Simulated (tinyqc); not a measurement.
Potential-pH (Pourbaix) lines of a metal, its cation, its oxide and an oxyanion, with a complexing ligand: one step, computed by the program tinyqc.

Potentials are against the standard hydrogen electrode; solids and water have unit activity; dG_f of M, H+ and the electron is zero; F = e N_A and s = R T ln(10)/F. The cation carries z = 2.

Problem. The stable species at (pH, E). M2+ + 2e = M; MO + 2H+ + 2e = M + H2O; MO2(2-) + 4H+ + 2e = M + 2H2O. For each, E0 = -dG/(z F), and E = E0 + (s/z) log10 a - (s n_H/z) pH, with no activity term for the oxide. The metal is stable below the lowest of the three lines; above it, the species of the lowest line is stable. Water lines at 1 bar: hydrogen E = -s pH, oxygen E = -dG_f(water)/(2F) - s pH.

Inputs (values chosen for the exercise, modelled on zinc):

| quantity | value | unit |
|---|---|---|
| dG_f of water | -237.14 | kJ/mol |
| temperature T | 298.15 | K |
| log10 of the dissolved activity a | -3 | - |
| pH | 4.8 | - |
| potential E | 0.28 | V |

Species: M, M2+, MO, MO2(2-).

E0 (V): cation -0.7571099, oxide -0.4421397, oxyanion 0.3754457

s = 0.05915935 V

Constants: e = 1.602176634e-19 C; N_A = 6.02214076e+23 1/mol.

Give: lines at this pH; upper limit of immunity; hydrogen line; oxygen line; E above the limit of immunity.

Solution.

lines at this pH (V): cation -0.8458, oxide -0.7261, oxyanion -0.2812

upper limit of immunity = -0.8458 V

hydrogen line = -0.2840 V

oxygen line = 0.9449 V

E above the limit of immunity = 1.126 V

Stable here: the cation (corrosion). Water itself can oxidise the metal at this pH. Caution: other oxidation states, hydroxides and hydrides are left out, and the lines say nothing of rates.
